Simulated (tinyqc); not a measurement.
Planes of fixed kz and the Fermi arc: two-node Weyl semimetal on a cubic lattice and its slab.

H = d.s with dx = t sin kx, dy = t sin ky, dz = m (2 - cos kx - cos ky) + M(kz), M = tz (cos k0 - cos kz), k in 1/a. Nodes at (0, 0, +/-k0). Berry curvature of the lower band along z: Omega = d.(dd/dkx x dd/dky)/(2|d|^3), in the sense curl of i<u|grad u>.

Slab of N layers along x with hard walls: layer block t sin(ky) sy + (m (2 - cos ky) + M(kz)) sz, block to the next layer t sx/(2i) - m sz/2.

Parameters, chosen for this exercise: t = 0.83 eV (hopping in sx and sy); m = 0.61 eV (mass term); tz = 0.32 eV (hopping along z); k0 = 2 1/a (position of the nodes).

C is the sum of Omega over a 24 x 24 mesh, k = (j + 1/2) 2 pi/24, times (2 pi/24)^2/(2 pi). Slab of 30 layers at ky = 0: lowest positive level and weight of the middle pair on the two outer layers.

Against kz:

| kz (1/a) | M (eV) | C | slab level (eV) | surface weight |
|---|---|---|---|---|
| 0.000 | -0.4532 | -1.000 | 0.00000 | 0.912 |
| 0.400 | -0.4279 | -1.000 | 0.00000 | 0.890 |
| 0.800 | -0.3561 | -1.000 | 0.00000 | 0.807 |
| 1.200 | -0.2491 | -0.999 | 0.00001 | 0.635 |
| 1.600 | -0.1238 | -0.961 | 0.00187 | 0.357 |
| 2.400 | 0.1028 | -0.076 | 0.12498 | 0.027 |
| 2.800 | 0.1683 | -0.017 | 0.18549 | 0.017 |
| 3.142 | 0.1868 | -0.011 | 0.20299 | 0.015 |

C is -1 for kz below k0 = 2 and 0 above, within 0.076 on this mesh. Where C = -1 the slab has a level near zero (exactly zero for a thick slab) on its faces (weight 0.91 at kz = 0): these points form the arc from -k0 to +k0, of length 4.00/a. Towards the node M goes to zero and the state spreads into the bulk; beyond it the level follows M, raised by the confinement in the slab.

Program tinyqc; command `OMP_NUM_THREADS=1 python tinyqc.py 1451817 1451818 out.jsonl`; about 0.3 s on one thread of a shared Intel(R) Xeon(R) Processor @ 2.30GHz.
